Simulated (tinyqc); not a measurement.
Luttinger-Kohn k.p, four valence bands, step by step. One step of it, computed by the program tinyqc.

Question. Levels at k. Diagonalise the Hermitian matrix.

H(k) at k (eV), lower triangle (Hermitian):
```
,3/2,1/2,-1/2,-3/2
3/2,0.002915
1/2,-0.000080+0.000138i,0.002362
-1/2,0.000238+0.000965i,0.000000,0.002362
-3/2,0.000000,0.000238+0.000965i,0.000080-0.000138i,0.002915
```

Give: eigenvalues.

Answer.

eigenvalues (eV): 0.0016  0.0016  0.0037  0.0037
